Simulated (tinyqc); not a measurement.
Inside a calculation. Model: nanowire ballistic transistor, top-of-the-barrier model.

Program tinyqc, `OMP_NUM_THREADS=1 python tinyqc.py 2400013 2400014 out.jsonl`; Intel Xeon 2.30GHz, shared host, one thread, about 0.08 s. Printed values are rounded.

At the top of the source barrier, states moving towards the drain are filled by the source (Fermi level 0) and states moving back by the drain (Fermi level -q Vd); nothing scatters. U is the shift of the band edge there, set by the capacitances CG, CD and CS (the total) and by the charge. Parabolic one-dimensional subbands; the source is grounded.

Inputs (values chosen for the exercise); mass and valleys made up:
- T = 150 K (temperature)
- m = 0.641 m0 (effective mass)
- gv = 4 (valley degeneracy)
- eox = 16 (relative permittivity of the gate insulator)
- tox = 2.6 nm (insulator thickness)
- d = 2 nm (wire diameter)
- dE = 0.08 eV (offset of a second subband (0: none))
- aG = 0.93 (gate control CG/CS)
- aD = 0.055 (drain control CD/CS)
- E0 = 0.21 eV (band edge at the barrier top above the source Fermi level at zero bias)
- Vg = 0.62 V (gate voltage)
- Vd = 0.7 V (drain voltage)

Constants: q = 1.602176634e-19 C, kB = 1.380649e-23 J/K, hbar = 1.054571817e-34 J s, h = 6.62607015e-34 J s, m0 = 9.1093837015e-31 kg, Vt = kB T/q, eps0 = 8.8541878128e-14 F/cm where lengths are in cm. Results are converted to the units shown.

## Density of states, capacitances and charge at zero bias

N0 = gv sqrt(2 m kB T/pi)/hbar, CG = 2 pi eps0 eox/ln(1 + 2 tox/d), CS = CG/aG, n0 = n at U = 0 and Vd = 0. eta1 = -(E0 + U)/Vt, eta2 = eta1 - Vd/Vt, n = (N0/2)[F_(-1/2)(eta1) + F_(-1/2)(eta2)], F_(-1/2)(x) = (1/sqrt(pi)) int_0^infinity u^(-1/2)/(1 + exp(u - x)) du. Each F is summed over the two subbands, F(eta) + F(eta - dE/Vt), which share the mass. UL = -(aG Vg + aD Vd).

N0 = 1.05241e7 cm^-1
CG = 6.94899 pF/cm
CS = 7.47204 pF/cm
n0 = 0.927653 cm^-1
UL = -0.6151 eV

## Iteration 1: self-consistent potential at the barrier top

U at the start (U = UL) = -0.6151 eV

eta1 = -(E0 + U)/Vt, eta2 = eta1 - Vd/Vt, n = (N0/2)[F_(-1/2)(eta1) + F_(-1/2)(eta2)], F_(-1/2)(x) = (1/sqrt(pi)) int_0^infinity u^(-1/2)/(1 + exp(u - x)) du. Each F is summed over the two subbands, F(eta) + F(eta - dE/Vt), which share the mass. U(out) = UL + q (n - n0)/CS. U(new) = U + 0.2 (U(out) - U).

eta1 = 31.3399
eta2 = -22.8145
n = 6.29837e7 cm^-1
U(out) = 0.735416 eV
U after iteration 1 = -0.344997 eV

## Iteration 2: self-consistent potential at the barrier top

As before.

eta1 = 10.4438
eta2 = -43.7106
n = 3.10194e7 cm^-1
U(out) = 0.0500264 eV
U after iteration 2 = -0.265992 eV

## Course of the iteration: self-consistent potential at the barrier top

Stop when U changes by less than 1e-9 eV, or after 90 iterations.

Course of the iteration:
```
iteration     U (eV)  |change| (eV)
1          -0.344997          0.270
2          -0.265992         0.0790
3          -0.281062         0.0151
4          -0.280687        3.76e-4
5          -0.280737        5.06e-5
6          -0.280730        6.67e-6
7          -0.280731        8.82e-7
8          -0.280731        1.17e-7
9          -0.280731        1.54e-8
10         -0.280731        2.04e-9
11         -0.280731       2.69e-10
```

Converged in 11 iterations. At the end each change is about 0.13 times the one before, with alternating sign: linear convergence.

## Current, mean velocity and share of the gate voltage

converged U = -0.280731 eV

N0 = gv sqrt(2 m kB T/pi)/hbar, CG = 2 pi eps0 eox/ln(1 + 2 tox/d), CS = CG/aG, n0 = n at U = 0 and Vd = 0. eta1 = -(E0 + U)/Vt, eta2 = eta1 - Vd/Vt, n = (N0/2)[F_(-1/2)(eta1) + F_(-1/2)(eta2)], F_(-1/2)(x) = (1/sqrt(pi)) int_0^infinity u^(-1/2)/(1 + exp(u - x)) du. Each F is summed over the two subbands, F(eta) + F(eta - dE/Vt), which share the mass. I = gv (2 q^2/h) Vt [ln(1 + exp eta1) - ln(1 + exp eta2)], summed over both subbands. Mean velocity I/(q n). CQ = (q/Vt) dn/d(eta1); the band edge follows the gate as -dU/dVg = aG/(1 + CQ/CS).

eta1 = 5.47201
n = 1.55939e7 cm^-1
I = 23.5307 uA
mean velocity = 9.41826e6 cm/s
CQ = 34.8266 pF/cm
-dU/dVg = 0.164284 eV/V

The carriers from the source are degenerate (eta1 = 5.47), and the mean velocity is 1.98 times vT = sqrt(2 kB T/(pi m)) = 4.75e6 cm/s.
